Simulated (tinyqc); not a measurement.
Worked calculation: RHF in the 3-21g basis, for H2, spin multiplicity 1. One step of it, computed by the program tinyqc.

Task: Iteration 3: DIIS coefficients. Solve [B -1; -1 0][c; lambda] = [0; -1] for the coefficients, which sum to one.

B (overlaps of the stored error matrices), lower triangle:
```
,1,2,3
1,1.7349654e-01
2,1.0024003e-01,5.7915068e-02
3,5.0133362e-02,2.8965245e-02,1.4486479e-02
```

Give: DIIS coefficients.

Result:

DIIS coefficients: -0.5857  0.4415  1.1442
